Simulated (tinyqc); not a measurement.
# MOS capacitor on a p-type substrate, surface potential from the exact charge relation: several studies

Uniform p-type substrate, Boltzmann statistics, full ionisation, classical densities. psi is the surface potential against the body (positive when the bands bend down) and u = psi/Vt. Traps are spread evenly over the gap and neutral at flat band, so their charge is -q Dit psi; the minority quasi-Fermi level is shifted by Vb.

Parameters, values chosen for the exercise; band and dielectric values close to those of germanium:
- T = 325 K (temperature)
- Eg = 0.658 eV (band gap)
- eps_r = 16.1 (relative permittivity)
- Nc = 1.2e19 cm^-3 (conduction-band density of states at T)
- Nv = 6.68e18 cm^-3 (valence-band density of states at T)
- chi = 4 eV (electron affinity)
- N = 9.8e17 cm^-3 (acceptor density of the substrate)
- eox = 9.15 (relative permittivity of the gate insulator (close to aluminium oxide))
- tox = 4.2 nm (insulator thickness)
- phiM = 4.22 eV (gate work function)
- Nf = 4.4e10 cm^-2 (fixed charge at the interface, in units of q)
- Dit = 0 cm^-2 eV^-1 (density of interface traps)
- Vb = 1.6 V (reverse bias of the inversion layer against the body)

Constants: q = 1.602176634e-19 C, kB = 1.380649e-23 J/K, Vt = kB T/q, eps0 = 8.8541878128e-14 F/cm where lengths are in cm. Results are converted to the units shown.

Each table varies one quantity; the others keep the values above.

## Capacitance-voltage curves

ni = sqrt(Nc Nv) exp(-Eg/(2 Vt)), Eg in volts; phiF = Vt ln(N/ni); Cox = eps0 eox/tox; Vfb = phiM - chi - (Eg - Vt ln(Nv/N)) - q Nf/Cox; Q0 = sqrt(2 eps0 eps_r q N Vt); r = (ni/N)^2 exp(-Vb/Vt); VT = Vfb + [(2 phiF + Vb)(1 + q Dit/Cox) + sqrt(2 eps0 eps_r q N (2 phiF + Vb))/Cox]. u = psi/Vt; F^2 = exp(-u) + u - 1 + r (exp(u) - u - 1); Qs = -sign(u) Q0 F; Cs = -dQs/dpsi = (Q0/Vt) |1 - exp(-u) + r (exp(u) - 1)|/(2 F). psi solves Vg = Vfb + psi + (q Dit psi - Qs)/Cox. Low frequency: 1/C_LF = 1/Cox + 1/(Cs + q Dit). High frequency, in the simple estimate in which traps and minority carriers do not follow: 1/C_HF = 1/Cox + 1/Cd, Cd being Cs with r = 0 at the same psi. Deep depletion: r = 0 and Dit = 0 both in the equation for psi and in Cs. Minority sheet density N_inv = (Q0/(2 q)) int_0^u r (exp(t) - 1)/F(t) dt for u > 0. N_inv under 1 cm^-2 is printed as 0. Regimes: accumulation when majority carriers gather, then depletion up to |psi| = phiF + Vb, weak inversion up to 2 phiF + Vb, strong inversion beyond.

Result of one run:
```
Vg (V)  psi (V)  C_LF/Cox  C_HF/Cox  C_deep/Cox  N_inv (cm^-2)     regime
0.03     0.2533    0.2676    0.2676      0.2676              0  depletion
```

What becomes of these results when the gate voltage against the body Vg is changed from 0.03 to 1.72 V, all else the same?

Result of the changed run:
```
Vg (V)  psi (V)  C_LF/Cox  C_HF/Cox  C_deep/Cox  N_inv (cm^-2)     regime
1.72      1.664    0.1194    0.1194      0.1194           2386  depletion
```

The whole series:
```
Vg (V)    psi (V)  C_LF/Cox  C_HF/Cox  C_deep/Cox  N_inv (cm^-2)            regime
-1.23     -0.1407    0.9283    0.9283      0.9283              0      accumulation
-0.81    -0.09988    0.8652    0.8652      0.8652              0      accumulation
-0.39   -8.486e-4    0.5969    0.5969      0.5969              0      accumulation
0.03       0.2533    0.2676    0.2676      0.2676              0         depletion
0.45       0.5802    0.1892    0.1892      0.1892              0         depletion
0.87       0.9287    0.1545    0.1545      0.1545              0         depletion
1.29        1.288    0.1338    0.1338      0.1338              0         depletion
1.72        1.664    0.1194    0.1194      0.1194           2386         depletion
2.14        2.036    0.1120    0.1090      0.1090        1.263e9    weak inversion
2.56        2.251    0.8503    0.1042      0.1010       2.178e12  strong inversion
2.98        2.290    0.9367    0.1034     0.09447       6.727e12  strong inversion
3.4         2.312    0.9585    0.1030     0.08908       1.151e13  strong inversion
```

C_LF/Cox is lowest, 0.112, at Vg = 2.14 V (weak inversion) among the rows listed and is 0.958 in the last row, where C_HF/Cox is 0.103 and the deep-depletion value 0.0891. Vfb = -0.388 V, where C_HF/Cox = 0.594 (Cox in series with eps0 eps_r/LD), and VT = 2.25 V. Over the last two rows psi moves by only 0.051 V a volt of gate bias, since the inversion charge screens the body. In strong accumulation and inversion degeneracy and confinement, left out here, lower the capacitance.

## Effect of the reverse bias of the inversion layer against the body on threshold and swing

ni = sqrt(Nc Nv) exp(-Eg/(2 Vt)), Eg in volts; phiF = Vt ln(N/ni); Cox = eps0 eox/tox; Vfb = phiM - chi - (Eg - Vt ln(Nv/N)) - q Nf/Cox; VT = Vfb + [(2 phiF + Vb)(1 + q Dit/Cox) + sqrt(2 eps0 eps_r q N (2 phiF + Vb))/Cox]. gamma = sqrt(2 eps0 eps_r q N)/Cox; Wm = sqrt(2 eps0 eps_r (2 phiF + Vb)/(q N)); m = 1 + (eps0 eps_r/Wm + q Dit)/Cox; swing m Vt ln 10; Cmin/Cox = 1/(1 + Cox Wm/(eps0 eps_r)).

In this table Dit = 0 cm^-2 eV^-1.

The same in every row: Vfb (V) = -0.3879; 2 phiF (V) = 0.5341; gamma (V^0.5) = 0.3469.

Effect of the reverse bias of the inversion layer against the body on threshold and swing:
```
Vb (V)  VT (V)  Wm (nm)      m  swing (mV/decade)  Cmin/Cox
0       0.3997    31.14  1.237              79.79    0.1918
0.4     0.8814    41.18  1.179              76.06    0.1521
0.8      1.347    49.22  1.150              74.17    0.1305
1.2      1.803    56.11  1.132              72.98    0.1164
1.6      2.253    62.25  1.119              72.14    0.1061
2        2.698    67.83  1.109              71.51   0.09824
2.4      3.140    72.99  1.101              71.02   0.09194
2.8      3.580    77.81  1.095              70.61   0.08674
```

What does the comparison show?

As Vb goes from 0 to 2.8, VT rises from 0.400 to 3.58 V, the swing falls from 79.8 to 70.6 mV/decade and Cmin/Cox falls from 0.192 to 0.0867. Vfb does not move. The slope |dVT/dVb| between the first two rows is 1.20, close to m (VT is counted against the body; against the source it is m - 1).

## Effect of the fixed charge at the interface on threshold and swing

Same model as above.

The same in every row: 2 phiF (V) = 0.5341; gamma (V^0.5) = 0.3469; Wm (nm) = 62.25; m = 1.119; swing (mV/decade) = 72.14; Cmin/Cox = 0.1061.

Result of one run:
```
Nf (cm^-2)  Vfb (V)  VT (V)
6e11        -0.4341   2.207
```

What becomes of these results when the fixed charge at the interface, in units of q Nf is changed from 6e11 to -4e11 cm^-2, all else the same?

Result of the changed run:
```
Nf (cm^-2)  Vfb (V)  VT (V)
-4e11       -0.3510   2.290
```

The whole series:
```
Nf (cm^-2)  Vfb (V)  VT (V)
-4e11       -0.3510   2.290
-2e11       -0.3676   2.273
0           -0.3842   2.257
2e11        -0.4009   2.240
4e11        -0.4175   2.223
6e11        -0.4341   2.207
8e11        -0.4507   2.190
```

As Nf goes from -4e11 to 8e11, VT falls from 2.29 to 2.19 V, the swing stays at 72.1 mV/decade and Cmin/Cox stays at 0.106. The whole change of VT is that of Vfb: the curve shifts rigidly.

Computed by the program tinyqc: `OMP_NUM_THREADS=1 python tinyqc.py 2060063 2060064 out.jsonl`, one thread of a shared Intel Xeon 2.30GHz, about 0.01 s for the whole run.
